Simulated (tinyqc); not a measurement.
Ballistic Schottky-barrier transistor with a one-dimensional channel, WKB contacts: two steps of the calculation.

Source Fermi level 0, drain Fermi level -Vd. Far from the contacts Ec = pn - psi, and the gate moves psi one to one; the band edges relax as exp(-x/lam) from pn at the source and pn - Vd at the drain; Ev = Ec - Eg. A carrier of energy w inside the channel band meets at a contact a barrier of height D (the contact edge beyond the channel edge): T = 1 for w >= D, else exp(-S), S = 4 lam sqrt(m/C) [sqrt(D - w) - sqrt(w) arctan sqrt((D - w)/w)], C = hbar^2/(2 m0). The two contacts combine as Ts Td/(Ts + Td - Ts Td).

Inputs (values chosen for the exercise); channel values close to those of a silicon nanowire with silicide contacts: temperature T = 250 K; band gap Eg = 1.12 eV; barrier for electrons at both contacts pn = 0.64 eV; hole mass mp = 0.25 m0; valleys or subbands g = 2; screening length at the contacts lam = 2.1 nm; drain bias Vd = 0.7 V; band shift psi of the channel by the gate ps = -0.44 V; energy of one carrier inside the channel band w0 = 0.45 eV; upper end of the grid wm = 1.3 eV; points of the grid nE = 17.

Constants: q = 1.602176634e-19 C, kB = 1.380649e-23 J/K, hbar = 1.054571817e-34 J s, h = 6.62607015e-34 J s, m0 = 9.1093837015e-31 kg, Vt = kB T/q, hbar^2/(2 m0) = 0.0380998212 eV nm^2. Results are converted to the units shown.

Task 1. Transmission of one of the holes. S and T at both contacts for w = w0, and the tunnelling distance lam ln(D/w) at the higher barrier.

D for holes (eV): source 0.4400000, drain 1.1400000

Give: S at the source; S at the drain; combined T; tunnelling distance.

Result 1.

S at the source = 0
S at the drain = 5.0061
combined T = 0.0066967
tunnelling distance = 1.9520 nm

Task 2. Current of the holes on a coarse grid. I = g (2 q^2/h) int T(w) [f(Es + w) - f(Ed + w)] dw, f(y) = 1/(1 + exp(y/Vt)). Electrons: Ds = psi, Dd = psi - Vd, Es = Ec, Ed = Ec + Vd. Holes: Ds = -psi, Dd = Vd - psi, Es = -Ev, Ed = -Ev - Vd. The size of each current is taken; both flow from drain to source and add. Simpson's rule on nE equally spaced w from 0 to wm.

Find: w; Ts; Td; T; size of the supply difference; current.

Result 2.

w, point 0 to 16 (eV): [0.0000, 0.0813, 0.1625, 0.2437, 0.3250, 0.4062, 0.4875, 0.5687, 0.6500, 0.7312, 0.8125, 0.8938, 0.9750, 1.0562, 1.1375, 1.2188, 1.3000]
Ts, point 0 to 16: [6.3289e-7, 0.0025339, 0.034196, 0.17150, 0.48956, 0.90094, 1.0000, 1.0000, 1.0000, 1.0000, 1.0000, 1.0000, 1.0000, 1.0000, 1.0000, 1.0000, 1.0000]
Td, point 0 to 16: [1.0530e-10, 7.0604e-7, 1.6585e-5, 1.5223e-4, 8.5371e-4, 0.0034757, 0.011215, 0.030190, 0.070046, 0.14313, 0.26124, 0.42962, 0.63869, 0.85456, 0.99921, 1.0000, 1.0000]
T, point 0 to 16: [1.0528e-10, 7.0585e-7, 1.6577e-5, 1.5212e-4, 8.5295e-4, 0.0034744, 0.011215, 0.030190, 0.070046, 0.14313, 0.26124, 0.42962, 0.63869, 0.85456, 0.99921, 1.0000, 1.0000]
size of the supply difference, point 0 to 16: [0.86491, 0.99642, 0.99992, 1.0000, 1.0000, 0.99999, 0.99967, 0.98574, 0.61401, 0.035322, 8.4211e-4, 1.9400e-5, 4.4656e-7, 1.0279e-8, 2.3660e-10, 5.4462e-12, 1.2536e-13]
current = 1.1097 uA

Range of the model: No scattering, image-force lowering, channel charge or band-to-band tunnelling; parabolic kappa overstates S deep in the gap.

Numbers from tinyqc (`OMP_NUM_THREADS=1 python tinyqc.py 2390149 2390150 out.jsonl`; about 0.06 s on one thread of a shared Intel Xeon 2.30GHz).
